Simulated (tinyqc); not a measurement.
# Free and trapped electrons in a MOS channel with a dense trap tail, step by step

Computed by the program tinyqc: `OMP_NUM_THREADS=1 python tinyqc.py 2222054 2222055 out.jsonl`, one thread of a shared Intel Xeon 2.30GHz, about 0.02 s for the whole run. Printed values are rounded.

p-type body, charge-sheet picture, full ionisation (an idealisation for deep acceptors), Boltzmann statistics for free electrons. e = Ec - EF at the surface. Acceptor-like traps of density D(E) = D0 + De exp(-E/Ew) at depth E below Ec, from 0 to Eu, hold n_t = integral of D(E)/(1 + exp((e - E)/Vt)). psi = Eg - Vt ln(Nv/Na) - e; N_dep = sqrt(2 eps0 eps_r Na (psi - Vt)/q); n_f = sqrt(N_dep^2 + 2 eps0 eps_r Vt Nc exp(-e/Vt)/q) - N_dep; Vg = Vfb + psi + q (N_dep + n_t + n_f)/Cox, Cox = eps0 eox/tox.

Parameters, values chosen for the exercise; band and dielectric values close to those of gallium nitride: temperature T = 475 K; band gap Eg = 3.45 eV; relative permittivity eps_r = 9.51; conduction-band density of states at T Nc = 4.56e18 cm^-3; valence-band density of states at T Nv = 9.03e19 cm^-3; relative permittivity of the insulator eox = 3.9; insulator thickness tox = 50 nm; acceptor density Na = 1.5e16 cm^-3; flat-band voltage without trapped charge Vfb = -3.07 V; constant background density of acceptor-like traps D0 = 2.3e10 cm^-2 eV^-1; density of the tail at the conduction edge De = 1.8e13 cm^-2 eV^-1; decay energy of the tail Ew = 0.11 eV; depth below Ec down to which the traps reach Eu = 0.69 eV; mobility of free electrons mf = 120 cm^2/(V s); Ec - EF at the surface e = 0.091 eV.

Constants: q = 1.602176634e-19 C, kB = 1.380649e-23 J/K, Vt = kB T/q, eps0 = 8.8541878128e-14 F/cm where lengths are in cm. Results are converted to the units shown.

## Trapped charge

Trapezoid rule on 13 equal steps from 0 to Eu, f = 1/(1 + exp((e - E)/Vt)).

```
point      E (eV)  D(E) f (cm^-2 eV^-1)
0               0           1.760631e12
1      0.05307692           3.157780e12
2       0.1061538           4.069869e12
3       0.1592308           3.579669e12
4       0.2123077           2.506091e12
5       0.2653846           1.612729e12
6       0.3184615           1.014362e12
7       0.3715385           6.366411e11
8       0.4246154           4.020549e11
9       0.4776923           2.570145e11
10      0.5307692           1.674491e11
11      0.5838462           1.121595e11
12      0.6369231           7.803201e10
13           0.69           5.696732e10
```

n_t = 9.820638e11 cm^-2

With 1600 steps n_t = 9.875e11 cm^-2; the coarse value is 0.55 % below it.

## Charges and gate voltage

psi, N_dep, n_f and Vg as defined, with the n_t given; free share n_f/(n_f + n_t); apparent mobility mf n_f/(n_f + n_t); gate voltage spent on traps q n_t/Cox.

psi = 3.002772 V
N_dep = 6.833620e11 cm^-2
n_f = 1.408883e11 cm^-2
Vg = 4.123219 V
free share = 12.54625 %
apparent mobility = 15.05550 cm^2/(V s)
gate voltage spent on traps = 2.278278 V
